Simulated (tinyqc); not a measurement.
Tunnelling through a gate dielectric, WKB transmission and Tsu-Esaki current: one step of the calculation.

Electrons leave the emitter at x = 0. Energies E (motion across the layers) are in eV from the emitter Fermi level; the collector Fermi level lies at -V and offers states at every E. No charge in the dielectric and no image force: F1 = V/t1, U = phi1 - F1 x. With C = hbar^2/(2 m0), kappa = sqrt(m (U - E)/C) where U > E and 0 elsewhere; T(E) = exp(-S), S = 2 times the integral of kappa over x.

Question. Current density on a coarse energy grid. Each layer adds (2/F) sqrt(m/C) [G(u at its left edge) - G(u at its right edge)] to S, with u = U - E (0 where negative) and G(u) = (2/3) u^1.5. The slope follows from 1/d = -dS/dE.

J = J0 times the integral of T(E) N(E) dE, N = ln[(1 + exp(-E/Vt))/(1 + exp((-E - V)/Vt))], J0 = q^2 me m0 kB T/(2 pi^2 hbar^3) (times 1e-4 for A/cm^2 per eV), by Simpson's rule on nE equally spaced points from Ea to Eb.

Values chosen for this exercise; dielectric values close to those of silicon dioxide:
```
symbol  value  unit                                                        meaning
T         400     K                                                    temperature
Ef       0.28    eV              Fermi energy of the emitter above its band bottom
me       0.29    m0                            emitter mass in the supply function
phi1     3.19    eV  barrier of layer 1 above the emitter Fermi level at zero bias
m1       0.48    m0                                     tunnelling mass of layer 1
t1          7    nm                                           thickness of layer 1
V         4.1     V                                  voltage across the dielectric
Ea      -0.28    eV                                   lower end of the energy grid
Eb        1.2    eV                                   upper end of the energy grid
nE         13                                            points of the energy grid
```

Constants: q = 1.602176634e-19 C, kB = 1.380649e-23 J/K, hbar = 1.054571817e-34 J s, m0 = 9.1093837015e-31 kg, Vt = kB T/q, hbar^2/(2 m0) = 0.0380998212 eV nm^2. Results are converted to the units shown.

Find: E; T(E); N; T(E) N; J0; J.

Answer.

| point | E (eV) | T(E) | N | T(E) N |
|---|---|---|---|---|
| 0 | -0.2800 | 2.0774e-23 | 8.1235 | 1.6876e-22 |
| 1 | -0.1567 | 3.2810e-22 | 4.5557 | 1.4947e-21 |
| 2 | -0.0333 | 4.9273e-21 | 1.2893 | 6.3526e-21 |
| 3 | 0.0900 | 7.0292e-20 | 0.070887 | 4.9828e-21 |
| 4 | 0.2133 | 9.5163e-19 | 0.0020496 | 1.9505e-21 |
| 5 | 0.3367 | 1.2213e-17 | 5.7303e-5 | 6.9984e-22 |
| 6 | 0.4600 | 1.4842e-16 | 1.6005e-6 | 2.3754e-22 |
| 7 | 0.5833 | 1.7057e-15 | 4.4702e-8 | 7.6247e-23 |
| 8 | 0.7067 | 1.8515e-14 | 1.2485e-9 | 2.3116e-23 |
| 9 | 0.8300 | 1.8956e-13 | 3.4871e-11 | 6.6099e-24 |
| 10 | 0.9533 | 1.8276e-12 | 9.7393e-13 | 1.7800e-24 |
| 11 | 1.0767 | 1.6568e-11 | 2.7202e-14 | 4.5067e-25 |
| 12 | 1.2000 | 1.4096e-10 | 7.5974e-16 | 1.0709e-25 |

J0 = 1.6177e8 A/(cm^2 eV)
J = 3.0820e-13 A/cm^2

The integrand peaks at E = -0.0333 eV among these points.

Computed by the program tinyqc: `OMP_NUM_THREADS=1 python tinyqc.py 2540013 2540014 out.jsonl`, one thread of a shared Intel Xeon 2.30GHz, about 0.02 s for the whole run.
